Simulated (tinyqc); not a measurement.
## Permittivity of the insulator from five potentials

Question. A node lies on a semiconductor-insulator interface. Steps: hs = tb/3 down into the semiconductor, ho = tox/2 up into the insulator, hy = L/6 sideways. The flux balance of its box reads eox (hy/ho)(above - node) + eps_r (hy/hs)(below - node) + [(eps_r hs + eox ho)/(2 hy)](left + right - 2 node) - q Na (hs/2) hy/eps0 = 0. Find eox.

Values chosen for this exercise; semiconductor permittivity close to that of gallium nitride:

| symbol | value | unit | meaning |
|---|---|---|---|
| eps_r | 9.4 |  | relative permittivity of the semiconductor |
| tb | 3 | nm | half the body thickness |
| tox | 3.6 | nm | insulator thickness |
| L | 19 | nm | channel length |
| Na | 0 | cm^-3 | acceptor density of the depleted body |

Constants: q = 1.602176634e-19 C, eps0 = 8.8541878128e-14 F/cm where lengths are in cm. Results are converted to the units shown.

psi (V): node 0.28604472, above 0.19198857, below 0.31549500, left 0.25089849, right 0.42196618

Solution. The balance is linear in eox.

eox = 7.500

Numbers from tinyqc (`OMP_NUM_THREADS=1 python tinyqc.py 2480067 2480068 out.jsonl`; about 0.09 s on one thread of a shared Intel Xeon 2.30GHz).
